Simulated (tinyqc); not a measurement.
Deformation-potential model of the Delta valleys of a conduction band: one step. Strain from a uniaxial [100] stress.

s11 = (C11 + C12)/((C11 - C12)(C11 + 2 C12)), s12 = -C12/((C11 - C12)(C11 + 2 C12)), s44 = 1/C44; exx = s11 sxx + s12 (syy + szz) and cyclic, exy = s44 sxy/2; tension is positive. A uniaxial stress X along the unit vector n is s_ij = X n_i n_j.

Inputs chosen for the exercise (near those of Si; the results hold for these values, not for the real material): C11 = 166.6 GPa; C12 = 63.6 GPa; C44 = 79.4 GPa; load = uniaxial [100] (kind of stress); X = -1.69 GPa (stress).

Question. Form the compliances and the strain.

Give: s11, s12, s44; strain tensor.

Answer.

s11, s12, s44 (1/TPa): [7.6071, -2.1017, 12.5945]

strain tensor, rows x, y, z and columns alike:
```
[[-0.012856, 0.000000, 0.000000],
 [0.000000, 0.003552, 0.000000],
 [0.000000, 0.000000, 0.003552]]
```

Computed by tinyqc, a small Python program: `OMP_NUM_THREADS=1 python tinyqc.py 1050981 1050982 out.jsonl` (the numbers bound the seed that draws the inputs); one thread of a shared host (Intel(R) Xeon(R) Processor @ 2.30GHz), about 0.01 s for the whole set of steps.
